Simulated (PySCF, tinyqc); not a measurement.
Inside a calculation. Method: CISD on RHF in the sto-6g basis, for H4, spin multiplicity 1. The lowest restricted solution is unstable here: a spin-polarised one lies 0.0768 hartree lower (PySCF). Computed by tinyqc, a small Python program that keeps every step (integrals from PySCF). Settings: charge = 0, multiplicity = 1, basis = sto-6g, method = RHF, energy threshold = 1e-10, iteration cap = 84, orthogonalisation = symmetric, start = core, DIIS depth = 6, ci = CISD, davidson = 1. Command: `OMP_NUM_THREADS=1 python tinyqc.py 23049 23050 out.jsonl` (the two numbers bound the seeds that draw the settings). One thread of a shared host (Intel(R) Xeon(R) Processor @ 2.60GHz), about 0.08 s of CPU time with the checks. The early iterations of the SCF are left out here.

## One-electron integrals

Geometry (angstrom):
```
atom         x         y         z
H     0.000000  0.000000  0.000000
H     0.000000  0.000000  1.373000
H     0.000000  1.812000  0.000000
H     0.000000  1.812000  1.373000
```

Basis sto-6g: exponents (1/bohr^2) and contraction coefficients of normalised primitives:
```
element  l (shell)   exponent  coefficient
H            s (1)  35.523221     0.009164
H            s (1)   6.513144     0.049361
H            s (1)   1.822143     0.168538
H            s (1)   0.625955     0.370563
H            s (1)   0.243077     0.416492
H            s (1)   0.100112     0.130334
```

Overlap, kinetic and nuclear-attraction integrals over the contracted functions; the nuclear repulsion is the sum of Za Zb / Rab.

nuclear repulsion = 1.82044682 hartree

overlap S, lower triangle:
```
          1H 1s     2H 1s     3H 1s     4H 1s
1H 1s  1.000000
2H 1s  0.307188  1.000000
3H 1s  0.161196  0.076673  1.000000
4H 1s  0.076673  0.161196  0.307188  1.000000
```

kinetic energy T (hartree), lower triangle:
```
           1H 1s      2H 1s     3H 1s     4H 1s
1H 1s   0.768522
2H 1s   0.023595   0.768522
3H 1s  -0.008377  -0.011742  0.768522
4H 1s  -0.011742  -0.008377  0.023595  0.768522
```

nuclear attraction V (hartree), lower triangle:
```
           1H 1s      2H 1s      3H 1s      4H 1s
1H 1s  -2.146826
2H 1s  -0.585214  -2.146826
3H 1s  -0.288792  -0.139670  -2.146826
4H 1s  -0.139670  -0.288792  -0.585214  -2.146826
```

core Hamiltonian H = T + V (hartree), lower triangle:
```
           1H 1s      2H 1s      3H 1s      4H 1s
1H 1s  -1.378303
2H 1s  -0.561619  -1.378303
3H 1s  -0.297168  -0.151412  -1.378303
4H 1s  -0.151412  -0.297168  -0.561619  -1.378303
```

## Two-electron integrals

Functions are numbered as in S; the eight-fold symmetry (ij|kl) = (ji|kl) = (kl|ij) leaves the list below.

Two-electron integrals (ij|kl) in chemists' order, unique and non-zero (hartree):
```
(11|11) 0.774999   (21|11) 0.170846   (21|21) 0.055126   (22|11) 0.373825
(22|21) 0.170846   (22|22) 0.774999   (31|11) 0.078932   (31|21) 0.020099
(31|22) 0.050338   (31|31) 0.013737   (32|11) 0.030105   (32|21) 0.010184
(32|22) 0.033184   (32|31) 0.005516   (32|32) 0.002825   (33|11) 0.290057
(33|21) 0.082658   (33|22) 0.232465   (33|31) 0.078932   (33|32) 0.033184
(33|33) 0.774999   (41|11) 0.033184   (41|21) 0.010184   (41|22) 0.030105
(41|31) 0.005516   (41|32) 0.002763   (41|33) 0.030105   (41|41) 0.002825
(42|11) 0.050338   (42|21) 0.020099   (42|22) 0.078932   (42|31) 0.008787
(42|32) 0.005516   (42|33) 0.050338   (42|41) 0.005516   (42|42) 0.013737
(43|11) 0.082658   (43|21) 0.026472   (43|22) 0.082658   (43|31) 0.020099
(43|32) 0.010184   (43|33) 0.170846   (43|41) 0.010184   (43|42) 0.020099
(43|43) 0.055126   (44|11) 0.232465   (44|21) 0.082658   (44|22) 0.290057
(44|31) 0.050338   (44|32) 0.030105   (44|33) 0.373825   (44|41) 0.033184
(44|42) 0.078932   (44|43) 0.170846   (44|44) 0.774999
```

## Orthogonalisation

S = U s U^T; symmetric (Loewdin) form X = U s^(-1/2) U^T, so that X^T S X = 1.

eigenvalues of S: 0.608289  0.777335  1.069320  1.545056

X, lower triangle:
```
           1H 1s      2H 1s      3H 1s     4H 1s
1H 1s   1.046983
2H 1s  -0.161209   1.046983
3H 1s  -0.077623  -0.003647   1.046983
4H 1s  -0.003647  -0.077623  -0.161209  1.046983
```

## Iteration 2 (converged): orbitals

converged F (hartree), lower triangle:
```
           1H 1s      2H 1s      3H 1s      4H 1s
1H 1s  -0.164223
2H 1s  -0.346652  -0.164223
3H 1s  -0.112227  -0.081690  -0.164223
4H 1s  -0.081690  -0.112227  -0.346652  -0.164223
```

Diagonalise F' = X^T F X, C = X C', fill 2 alpha and 2 beta electrons from the bottom; D = 2 C_occ C_occ^T. Each column has its largest component positive (the first on a tie).

F' = X^T F X (hartree), lower triangle:
```
           1          2          3          4
1  -0.051766
2  -0.324520  -0.051766
3  -0.078613  -0.001261  -0.051766
4  -0.001261  -0.078613  -0.324520  -0.051766
```

orbital energies (hartree): MO1 -0.456160, MO2 -0.296411, MO3 0.195402, MO4 0.350105

coefficients C:
```
            MO1        MO2        MO3        MO4
1H 1s  0.402252   0.483522   0.567108   0.641084
2H 1s  0.402252   0.483522  -0.567108  -0.641084
3H 1s  0.402252  -0.483522   0.567108  -0.641084
4H 1s  0.402252  -0.483522  -0.567108   0.641084
```

D after iteration 2, lower triangle:
```
           1H 1s      2H 1s     3H 1s     4H 1s
1H 1s   0.791200
2H 1s   0.791200   0.791200
3H 1s  -0.143974  -0.143974  0.791200
4H 1s  -0.143974  -0.143974  0.791200  0.791200
```

## Convergence

Stop when the energy changes by less than 1e-10 hartree and every element of the error matrix X^T (F D S - S D F) X is below 3e-06.

Course of the cycle:
```
iteration  E (hartree)    change  largest element of the error matrix
1          -1.87268854         -                             2.54e-15
2          -1.87268854  1.78e-15                             7.14e-16
```

PySCF RHF in the same basis = -1.87268854 hartree

Converged in 2 iterations.

## Integrals over molecular orbitals

(pq|rs) = sum C_ip C_jq C_kr C_ls (ij|kl), one index at a time.

one-electron integrals over orbitals h = C^T H C (hartree), lower triangle:
```
           1          2          3          4
1  -1.545900
2   0.000000  -1.394664
3   0.000000   0.000000  -1.238129
4   0.000000   0.000000   0.000000  -1.102975
```

Two-electron integrals over orbitals (pq|rs), unique and non-zero (hartree):
```
(11|11) 0.414859   (21|21) 0.156819   (22|11) 0.415850   (22|22) 0.423372
(31|31) 0.121363   (32|32) 0.099670   (33|11) 0.411655   (33|22) 0.415627
(33|33) 0.420865   (41|32) 0.097147   (41|41) 0.094703   (42|31) 0.126961
(42|42) 0.136170   (43|21) 0.160939   (43|43) 0.174930   (44|11) 0.416731
(44|22) 0.425245   (44|33) 0.427429   (44|44) 0.437833
```

## CISD: determinants and Hamiltonian

Hartree-Fock energy = -1.87268854 hartree

Slater-Condon rules over spin orbitals, with the nuclear repulsion added and E(HF) subtracted on the diagonal. Only determinants linked to the reference directly or through others are kept (one block of an abelian symmetry group), so some states are absent.

Occupation strings over the orbitals (2 doubly, a alpha, b beta, 0 empty; spin orbitals ordered 1a 1b 2a 2b ...): 2200 aabb 2020 abab 2002 abba baab 0220 baba 0202 bbaa

H - E(HF) between determinants (hartree), lower triangle:
```
           2200       aabb       2020       abab       2002       abba       baab       0220
2200   0.000000
aabb  -0.029815   0.592255
2020   0.099670   0.097147   0.364695
abab  -0.097147  -0.099670   0.063793   0.666471
2002   0.136170  -0.126961   0.174930   0.160939   0.725597
abba   0.126961  -0.136170  -0.160939  -0.174930  -0.033978   0.729631
baab   0.126961  -0.121363  -0.160939  -0.156819  -0.033978   0.000000   0.729631
0220   0.121363  -0.126961   0.156819   0.160939   0.000000  -0.033978  -0.033978   0.734954
baba  -0.097147  -0.094703   0.063793   0.000000   0.160939  -0.156819  -0.174930   0.160939
0202   0.094703   0.097147   0.000000   0.063793   0.156819  -0.160939  -0.160939   0.174930
bbaa  -0.029815   0.000000   0.097147  -0.094703  -0.126961  -0.121363  -0.136170  -0.126961

           baba      0202      bbaa
baba   0.666471
0202   0.063793  0.987703
bbaa  -0.099670  0.097147  0.592255
```

## CISD: roots

Diagonalise (each vector has its largest component positive (the first on a tie)); all determinants have Ms = 0, so triplets appear too. The lowest singlet root is the correlation energy.

lowest roots of this matrix, relative to E(HF) (hartree): -0.141560  0.080310  0.140350  0.555616  0.590044  0.662666  0.730728  0.735648

lowest vectors:
```
         root 1     root 2    root 3     root 4
2200   0.909379   0.103482  0.000000   0.292617
aabb   0.019703  -0.247149  0.408248   0.226413
2020  -0.231617   0.674222  0.000000   0.633614
abab   0.128908   0.123671  0.408248  -0.271630
2002  -0.131707  -0.401938  0.000000   0.243391
abba  -0.148612   0.123478  0.408248   0.045218
baab  -0.148612   0.123478  0.408248   0.045218
0220  -0.117657  -0.381051  0.000000   0.347208
baba   0.128908   0.123671  0.408248  -0.271630
0202  -0.100060   0.211457  0.000000  -0.280955
bbaa   0.019703  -0.247149  0.408248   0.226413
```

<S^2> of these roots: 0.000000  0.000000  6.000000  0.000000  2.000000  2.000000  0.000000  2.000000

weight of the ground state by excitation level 0, 1, 2, ...: 0.826970  0.000000  0.173030

The reference has a weight of only 0.83: one determinant is a poor start here.

## The lowest root by the Davidson method

Start from the reference; add the residual divided by (theta - H_ii), orthogonalised, at each step.

Davidson iterations:
```
iteration  subspace  lowest Ritz value (hartree)  residual norm
1                 1                            0       3.24e-01
2                 2                  -0.13897959       5.45e-02
3                 3                  -0.14142606       1.00e-02
4                 4                  -0.14150981       4.75e-03
5                 5                  -0.14154635       2.48e-03
6                 6                  -0.14155987       1.57e-04
7                 7                  -0.14155992       8.40e-05
8                 8                  -0.14155994       2.45e-16
```
